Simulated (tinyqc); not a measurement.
Thermodynamics of metal silicides: hull, first phase, silicon consumed, nucleation and stability against SiO2. Changing the heat of formation of MSi2. Computed by tinyqc, a small Python program. Command: `OMP_NUM_THREADS=1 python tinyqc.py 3019719 3019720 out.jsonl silphase sweep`. One thread of a shared host (Intel(R) Xeon(R) Processor @ 2.30GHz), about 0.01 s of CPU time with the checks.

Entropies of formation of the solids are neglected, so heats stand for free energies. Si fractions: M2Si 0.3333, MSi 0.5000, MSi2 0.6667.

Inputs (values chosen for the exercise, of the order of those of cobalt silicides for heats and volumes only): heat of formation of MSi = -47.1 kJ/mol atoms; change of interface energy gamma = 0.1 J/m^2; temperature T = 675 K.

Phases: M2Si, MSi, MSi2.

volumes of the three phases per mole of M (cm^3/mol): 9.92  13.4  23.5

Constants: e = 1.602176634e-19 C; k_B = 8.617333262e-05 eV/K.

Method. Where free silicon remains, MSi + Si -> MSi2 gains dH = 3 H(MSi2) - 2 H(MSi) per mole of M; per volume dG = |dH|/V(MSi2); r* = 2 gamma/dG, W* = 16 pi gamma^3/(3 dG^2). For comparison the same with MSi forming from the elements, 2 |H(MSi)|/V(MSi).

One run for each value:

| heat of formation of MSi2 (kJ/mol atoms) | dH of the reaction (kJ/mol M) | barrier W* (eV) | critical radius (nm) | W*/(k_B T) |
|---|---|---|---|---|
| -37.2 | -17.4 | 0.19 | 0.270 | 3.3 |
| -36.5 | -15.3 | 0.25 | 0.307 | 4.2 |
| -35.9 | -13.5 | 0.32 | 0.348 | 5.4 |
| -35.2 | -11.4 | 0.44 | 0.412 | 7.6 |
| -34.5 | -9.3 | 0.67 | 0.505 | 11.5 |
| -33.8 | -7.2 | 1.11 | 0.653 | 19.2 |
| -33.1 | -5.1 | 2.22 | 0.922 | 38.2 |
| -32.5 | -3.3 | 5.30 | 1.424 | 91.2 |
| -31.8 | -1.2 | 40.11 | 3.917 | 689.5 |

Over the rows, dH of the reaction (kJ/mol M) rises from -17.4 to -1.20; barrier W* (eV) rises from 0.191 to 40.1; critical radius (nm) rises from 0.270 to 3.92. The driving force vanishes at H(MSi2) = (2/3) H(MSi) = -31.4 kJ/mol, where the barrier diverges as 1/dH^2; small changes by alloying therefore shift the formation temperature much.

Caution (rows -37.2, -36.5, -35.9, -35.2): at a critical radius of atomic size classical nucleation theory is only a rough guide.
